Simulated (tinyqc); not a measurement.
# Junction field-effect transistor with two gates, gradual channel with velocity saturation: several studies

A uniformly doped n-type channel, depleted from both sides by p+ gates; at channel potential V the depleted share of a is u = sqrt((Vbi - Vg + V)/Vp), s at the source. Electrons drift with v = mu E/(1 + mu E/vsat). Abrupt depletion edge, no series resistance, source at 0.

Inputs (values chosen for the exercise); material values close to those of gallium arsenide:
```
symbol    value        unit                                     meaning
T           350           K                                 temperature
eps_r      12.9              relative permittivity of the semiconductor
Nc      5.47e17       cm^-3      conduction-band density of states at T
Eg          1.4          eV                                    band gap
Nv      1.12e19       cm^-3         valence-band density of states at T
Nd       2.6e17       cm^-3                donor density of the channel
a           110          nm                  half the channel thickness
mu         3300  cm^2/(V s)           low-field mobility at this doping
vsat      9.7e6        cm/s                         saturation velocity
L           0.5          um                                 gate length
W           200          um                                  gate width
Na       4.3e18       cm^-3               acceptor density of the gates
Vg            0           V                                gate voltage
```

Constants: q = 1.602176634e-19 C, kB = 1.380649e-23 J/K, Vt = kB T/q, eps0 = 8.8541878128e-14 F/cm where lengths are in cm. Results are converted to the units shown.

Each table varies one quantity; the others keep the values above.

## Output curve

ni = sqrt(Nc Nv) exp(-Eg/(2 Vt)), Eg in volts; Vbi = Vt ln(Na Nd/ni^2); Vp = q Nd a^2/(2 eps0 eps_r); G0 = 2 q mu Nd a W/L; Z = mu Vp/(vsat L); s = sqrt((Vbi - Vg)/Vp). I = (G0 Vp/3) F/(1 + Z (u^2 - s^2)), F = 3 (u^2 - s^2) - 2 (u^3 - s^3), with u at V = Vd; Z = 0 gives constant mobility, for which u stops at 1. The current peaks at u = um, the root of (1 - u)(1 + Z (u^2 - s^2)) = Z F/3; beyond Vdsat = Vp (um^2 - s^2) it is held at that value.

Output curve:

| Vd (V) | u (at most 1) | I for Z = 0 (mA) | I (mA) |
|---|---|---|---|
| 0.07 | 0.80185 | 17.624 | 11.938 |
| 0.18 | 0.83236 | 41.949 | 18.855 |
| 0.3 | 0.86441 | 63.943 | 21.025 |
| 0.41 | 0.89278 | 80.088 | 21.226 |
| 0.53 | 0.92274 | 93.466 | 21.226 |
| 0.65 | 0.95175 | 102.57 | 21.226 |
| 0.76 | 0.97759 | 107.26 | 21.226 |
| 0.88 | 1.0000 | 108.58 | 21.226 |
| 0.99 | 1.0000 | 108.58 | 21.226 |

With constant mobility the current rises from 17.6 to 109 mA and saturates at pinch-off, Vd = 0.858 V; with Z = 15.0 it saturates at 0.362 V and 21.2 mA. The two differ by 32 % in the first row and 80 % in the last. In every row Nd is not small against Nc, so the Boltzmann form of Vbi is rough.

## Effect of the donor density of the channel on saturation

Same model as above.

gm = G0 (um - s)/(1 + Z (um^2 - s^2)).

Result of one run:

| Nd (cm^-3) | Z | um | Vdsat (V) | Isat (mA) | Isat for Z = 0 (mA) | gm (mS) |
|---|---|---|---|---|---|---|
| 4.3e17 | 24.83 | 0.7383 | 0.6254 | 76.94 | 817.1 | 48.34 |

What becomes of these results when the donor density of the channel Nd is changed from 4.3e17 to 1.8e17 cm^-3, all else the same?

Result of the changed run:

| Nd (cm^-3) | Z | um | Vdsat (V) | Isat (mA) | Isat for Z = 0 (mA) | gm (mS) |
|---|---|---|---|---|---|---|
| 1.8e17 | 10.39 | 0.9804 | 0.1305 | 2.418 | 5.054 | 19.78 |

The whole series:

| Nd (cm^-3) | Z | um | Vdsat (V) | Isat (mA) | Isat for Z = 0 (mA) | gm (mS) |
|---|---|---|---|---|---|---|
| 1.8e17 | 10.39 | 0.9804 | 0.1305 | 2.418 | 5.054 | 19.78 |
| 2.4e17 | 13.86 | 0.9038 | 0.3173 | 15.79 | 69.61 | 32.08 |
| 3.2e17 | 18.48 | 0.8206 | 0.4736 | 39.26 | 280.4 | 40.27 |
| 4.3e17 | 24.83 | 0.7383 | 0.6254 | 76.94 | 817.1 | 48.34 |
| 5.8e17 | 33.49 | 0.6611 | 0.7783 | 134.4 | 2027 | 56.99 |
| 7.8e17 | 45.04 | 0.5914 | 0.9331 | 218.0 | 4520 | 66.41 |

As Nd goes from 1.8e17 to 7.8e17 cm^-3, Vdsat rises from 0.131 to 0.933 V, Isat rises from 2.42 to 218 mA and gm rises from 19.8 to 66.4 mS. Isat is 0.479 of the constant-mobility value in the first row and 0.0482 in the last. At Nd = 1.8e17 cm^-3 the open channel at the source, (1 - s) a, is under two Debye lengths, so the abrupt edge is rough. In every row Nd is not small against Nc, so the Boltzmann form of Vbi is rough.

## Effect of the gate voltage on saturation

Same model as above.

The same in every row: Z = 15.01.

Result of one run:

| Vg (V) | um | Vdsat (V) | Isat (mA) | Isat for Z = 0 (mA) | gm (mS) |
|---|---|---|---|---|---|
| 0 | 0.8806 | 0.3624 | 21.23 | 108.6 | 34.48 |

What becomes of these results when the gate voltage Vg is changed from 0 to -0.3 V, all else the same?

Result of the changed run:

| Vg (V) | um | Vdsat (V) | Isat (mA) | Isat for Z = 0 (mA) | gm (mS) |
|---|---|---|---|---|---|
| -0.3 | 0.9345 | 0.2782 | 11.64 | 44.64 | 29.31 |

The whole series:

| Vg (V) | um | Vdsat (V) | Isat (mA) | Isat for Z = 0 (mA) | gm (mS) |
|---|---|---|---|---|---|
| -0.6 | 0.9785 | 0.1640 | 3.819 | 9.294 | 22.15 |
| -0.5 | 0.9652 | 0.2069 | 6.186 | 18.05 | 25.05 |
| -0.4 | 0.9505 | 0.2445 | 8.809 | 29.80 | 27.34 |
| -0.3 | 0.9345 | 0.2782 | 11.64 | 44.64 | 29.31 |
| -0.2 | 0.9175 | 0.3088 | 14.67 | 62.64 | 31.10 |
| -0.1 | 0.8995 | 0.3367 | 17.86 | 83.92 | 32.81 |
| 0 | 0.8806 | 0.3624 | 21.23 | 108.6 | 34.48 |

As Vg goes from -0.6 to 0 V, Vdsat rises from 0.164 to 0.362 V, Isat rises from 3.82 to 21.2 mA and gm rises from 22.2 to 34.5 mS. Isat is 0.411 of the constant-mobility value in the first row and 0.195 in the last. For Vg = -0.6 to -0.2 V the open channel at the source, (1 - s) a, is under two Debye lengths, so the abrupt edge is rough. In every row Nd is not small against Nc, so the Boltzmann form of Vbi is rough.

tinyqc, about 0.06 s, one thread, Intel Xeon 2.30GHz (shared host): `OMP_NUM_THREADS=1 python tinyqc.py 2500037 2500038 out.jsonl`
